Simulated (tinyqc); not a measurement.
Ground and coupling capacitance from two measurements.

Question. A line has Cg to the planes and Cc to each of two neighbours. Find Cg, Cc, the load when both neighbours switch in antiphase, and the pulse on the line when it floats and both neighbours swing by Vx.

Values chosen for this exercise:
```
symbol  value  unit  meaning
Vx          1     V    swing
```

capacitance with neighbours driven alike and with neighbours grounded (aF/um): [39, 107]

Solution. Driven alike, Cc carries no charge, which leaves Cg; grounded neighbours give Cg + 2 Cc, antiphase Cg + 4 Cc; a floating line divides the swing as 2 Cc/(Cg + 2 Cc).

Cg = 39.0 aF/um
Cc = 34.0 aF/um
load in antiphase = 175 aF/um
pulse = 0.636 V

Program tinyqc, `OMP_NUM_THREADS=1 python tinyqc.py 2790201 2790202 out.jsonl`; Intel Xeon 2.30GHz, shared host, one thread, about 1 s.
